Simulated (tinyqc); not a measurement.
# Which input was changed?

Model: self-heating of a transistor with one or more fingers, with temperature-dependent conductivity. Computed by tinyqc, a small Python program. Command: `OMP_NUM_THREADS=1 python tinyqc.py 3001656 3001657 out.jsonl selfheat which`. One thread of a shared host (Intel(R) Xeon(R) Processor @ 2.30GHz), about 0.3 s of CPU time with the checks.

N long parallel fingers lie on the top face of a slab whose bottom is held at T_0; the top is otherwise insulated, and heat flows in two dimensions. P in W/mm is 1000 P in W/m.

Inputs (values chosen for the exercise, modelled on silicon):
```
quantity                                      value        unit
conductivity at the base temperature kappa_0    141     W/(m K)
exponent m in kappa ~ T^-m                      1.3           -
base temperature T_0                            300           K
power per gate width P                            3        W/mm
fingers N                                         4           -
finger pitch s                                   26  micrometre
width of the heat source w                     0.29  micrometre
substrate thickness t                            79  micrometre
phonon free path Lambda                         120          nm
```

Power: fixed power.

Method:
- A line source of power P on the top face raises the top at distance x by (P/(pi kappa_0)) g(x), g(x) = -ln tanh(pi x/(4 t)) (the image sum for the slab). On a strip of width w the centre sees the mean of g over the strip, g_0 = 1 + ln(8 t/(pi w)) for w much below t.
- theta_i = (P/(pi kappa_0)) [g_0 + sum over j != i of g(|i - j| s)], with equal powers and constant conductivity; thermal resistance = largest theta/P.
- Kirchhoff transformation for kappa = kappa_0 (T/T_0)^-m: T = T_0 [1 - (m - 1) theta/T_0]^(-1/(m - 1)), where theta is the linear rise.
- The bracket vanishes at the power P T_0/((m - 1) theta).
- Near a source smaller than the free path, Fourier's law overstates the flow. Rough estimate: a strip that emits phonons into a half space adds a resistance times area of 4 Lambda/(3 kappa_0), from the ballistic flux C v Delta T/4 with kappa_0 = C v Lambda/3, so Delta T_b = 4 Lambda P/(3 kappa_0 w); Knudsen number Lambda/w.

Task: One of these inputs alone was changed, within the range given: conductivity at the base temperature kappa_0 (70.5 to 282); power per gate width P (1.5 to 6); finger pitch s (13 to 52); width of the heat source w (0.145 to 0.58). Which one, and to what value?

Results:
```
run     thermal resistance (K mm/W)  ballistic rise Delta T_b (K)  true rise / linear rise
before                     24.91263                      11.73881                 1.186305
after                      19.84565                       9.35126                 1.144060
```

Result:

Each candidate set to reproduce thermal resistance, and what it then gives:
```
candidate                                               range searched  value needed  ballistic rise Delta T_b (K)  true rise / linear rise
conductivity at the base temperature kappa_0 (W/(m K))     70.5 to 282         177.0                        9.3513                   1.1441
power per gate width P (W/mm)                                 1.5 to 6     no effect                             -                        -
finger pitch s (micrometre)                                   13 to 52  out of reach                             -                        -
width of the heat source w (micrometre)                  0.145 to 0.58  out of reach                             -                        -
```

Only conductivity at the base temperature kappa_0 fits every result: it went from 141 to 177 W/(m K). No other candidate reaches the first result within its range.
